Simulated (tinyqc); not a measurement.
From exact B0 back to cohesive energy D: equation-of-state fits to an energy-volume table made by a known binding curve. Computed by tinyqc, a small Python program. Command: `OMP_NUM_THREADS=1 python tinyqc.py 3001657 3001658 out.jsonl eosfit inv`. One thread of a shared host (Intel(R) Xeon(R) Processor @ 2.30GHz), about 0.03 s of CPU time with the checks.

With x = (V/V_0)^(1/3), the energy per atom is E = -D [1 + eta (x - 1)] exp(-eta (x - 1)), so that B0 = D eta^2/(9 V_0) and B' = 1 + 2 eta/3. B' = dB/dP at P = 0.

Inputs (values chosen for the exercise, for a model crystal): true volume V_0 = 7.57 angstrom^3/atom; stiffness eta = 6.02; compression V/V_0 for the pressure test = 0.8.

Binding curve: universal binding. Noise: added.

Constants: 1 eV/angstrom^3 = 160.2176634 GPa.

Method. B0 and B' from the formulas above; P = -dE/dV at V = c V_0 (c the compression chosen), from the curve itself.

Question. A run gave the result below. Find the cohesive energy D, known to lie between 5.4 and 12 eV/atom.

exact B0 = 502.7399 GPa

Answer.

Each step takes the trial c = (a f_b - b f_a)/(f_b - f_a), f being the result less the target and a, b, c the logarithms of the listed values; c replaces end b, the old b replaces a if the sign of f changed, and otherwise f_a is halved.

Scan of the range:

| cohesive energy D (eV/atom) | exact B0 (GPa) |
|---|---|
| 5.40 | 460.21 |
| 6.17 | 525.84 |
| 7.05 | 600.83 |
| 8.05 | 686.06 |
| 9.20 | 784.07 |
| 10.50 | 894.86 |
| 12.00 | 1022.70 |

False position (Illinois rule, in the logarithm of the input) inside the bracket:

| step | end a | end b | trial | exact B0 (GPa) |
|---|---|---|---|---|
| 1 | 5.40000 | 6.17000 | 5.88722 | 501.736 |
| 2 | 6.17000 | 5.88722 | 5.89874 | 502.717 |
| 3 | 6.17000 | 5.89874 | 5.89925 | 502.761 |
| 4 | 5.89874 | 5.89925 | 5.89900 | 502.740 |

Exact B0 rises at every point of a 13-point scan of the range (every second point is shown), so one value fits; it is bracketed by 5.40 and 6.17. The scan shows a pure power law with exponent 1.0000, so scaling from any one row also gives the answer directly. Answer: cohesive energy D = 5.899 eV/atom.
